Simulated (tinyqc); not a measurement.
Inside a calculation: band offset of a heterojunction with an interface dipole (two-band chains, self-consistent charge). Values are carried at full precision from step to step, so a last printed digit may differ when a step is redone from the rounded ones.

Sites alternate A, C. Left: A at -G1/2, C at +G1/2, hopping -t1; right: A at D - G2/2, C at D + G2/2, hopping -t2; the bonds across the two interfaces of a ring (C left to A right, C right to A left) have -sqrt(t1 t2). D is the offset of the mid-gaps, so Ev(right) - Ev(left) = D - (G2 - G1)/2 and Ec(right) - Ec(left) = D + (G2 - G1)/2. The closing bond has its sign reversed (antiperiodic ring). Half the levels are filled with two electrons each. The charge moved is q = (electrons on the left) less one a site; the mean over the two interfaces, q/2, is taken as the charge that crosses each, and its dipole opposes the offset: D = D0 - u q/2.

Values chosen for the exercise (gaps near those of Si and Ge; the chains and D0 are free models, so the offsets are not those of the real pair; not measured data): G1 = 1.17 eV (gap on the left); G2 = 0.7 eV (gap on the right); t1 = 2.54 eV (hopping on the left); t2 = 2.54 eV (hopping on the right); D0 = 0.23 eV (mid-gap of the right side above that of the left, without dipole); n = 2 (cells a side in the small ring); u = 3.6 eV (potential step per electron moved across); mx = 0.2 (mixing).

## The small ring at D = D0

Fill in H.

H (eV), rows AL1, CL1, AL2, CL2, AR1, CR1, AR2, CR2 and columns alike:
```
[[-0.5850, -2.5400, 0, 0, 0, 0, 0, 2.5400],
 [-2.5400, 0.5850, -2.5400, 0, 0, 0, 0, 0],
 [0, -2.5400, -0.5850, -2.5400, 0, 0, 0, 0],
 [0, 0, -2.5400, 0.5850, -2.5400, 0, 0, 0],
 [0, 0, 0, -2.5400, -0.1200, -2.5400, 0, 0],
 [0, 0, 0, 0, -2.5400, 0.5800, -2.5400, 0],
 [0, 0, 0, 0, 0, -2.5400, -0.1200, -2.5400],
 [2.5400, 0, 0, 0, 0, 0, -2.5400, 0.5800]]
```

## Levels and site charges

Diagonalise, fill the lower half with two electrons each, and sum the electrons on the left (L) less one a site.

levels (eV): [-4.6960, -4.5169, -1.9854, -1.7822, 2.0515, 2.1789, 4.7618, 4.9083]

electrons on the sites: AL1 1.2027, CL1 0.8205, AL2 1.2029, CL2 0.8338, AR1 1.1293, CR1 0.8470, AR2 1.1292, CR2 0.8346

q = 0.0599 electrons

Electrons move to the left, the side whose mid-gap lies lower.

## Self-consistent offset

From here on the ring has 24 cells a side.

Start at D = D0; D(out) = D0 - u q(D)/2; D(new) = D + mx (D(out) - D); stop when |D(out) - D| < 1e-7 eV.

Iterations:
```
i     D (eV)        q  D(out) (eV)  D(out) - D
0    0.23000  0.13248     -0.00846      -0.238
1    0.18231  0.10466      0.04161      -0.141
2    0.15417  0.08837      0.07094     -0.0832
3    0.13752  0.07876      0.08823     -0.0493
4    0.12766  0.07308      0.09845     -0.0292
5    0.12182  0.06972      0.10450     -0.0173
6    0.11836  0.06773      0.10808     -0.0103
7    0.11630  0.06655      0.11021    -0.00609
8    0.11508  0.06585      0.11147    -0.00361
...      ...      ...          ...         ...
25   0.11331  0.06483      0.11331   -5.03e-07
26   0.11331  0.06483      0.11331   -2.98e-07
27   0.11331  0.06483      0.11331   -1.77e-07
28   0.11331  0.06483      0.11331   -1.05e-07
29   0.11331  0.06483      0.11331   -6.23e-08
```

D = 0.1133 eV

Converged at i = 29: the dipole removes 51 % of the starting offset.

## Linear response

chi = (q(+h) - q(-h))/(2h) at D = 0 with h = 0.01 eV; S = 1/(1 + u chi/2); linear estimate D = S D0.

chi = 0.57096 1/eV
S = 0.4932
linear estimate of D = 0.1134 eV

The self-consistent value is 0.1133 eV, -0.1 meV from the estimate. At D = 0 no net charge crosses: the mid-gaps are the neutrality levels of these symmetric chains.

## The line-up

Ev(right) - Ev(left) = D - (G2 - G1)/2 and Ec(right) - Ec(left) = D + (G2 - G1)/2, for D0, for the self-consistent D and for D = 0. Type I: the offsets have opposite signs; type III: one valence edge lies above the other conduction edge; else type II.

Offsets (eV):
```
case                           D  valence  conduction                 type
no dipole                  0.230    0.465      -0.005  type I (straddling)
self-consistent            0.113    0.348      -0.122  type I (straddling)
neutrality levels aligned  0.000    0.235      -0.235  type I (straddling)
```

The dipole shifts both offsets alike and leaves the type.

## Checks

- q at D = 0 against zero, as particle-hole symmetry demands: both 0.000000.
- q at the self-consistent D on 24 against 48 cells a side: both 0.0648.

Computed by tinyqc, a small Python program: `OMP_NUM_THREADS=1 python tinyqc.py 1451678 1451679 out.jsonl` (the numbers bound the seed that draws the inputs); one thread of a shared host (Intel(R) Xeon(R) Processor @ 2.30GHz), about 0.4 s for the whole set of steps.
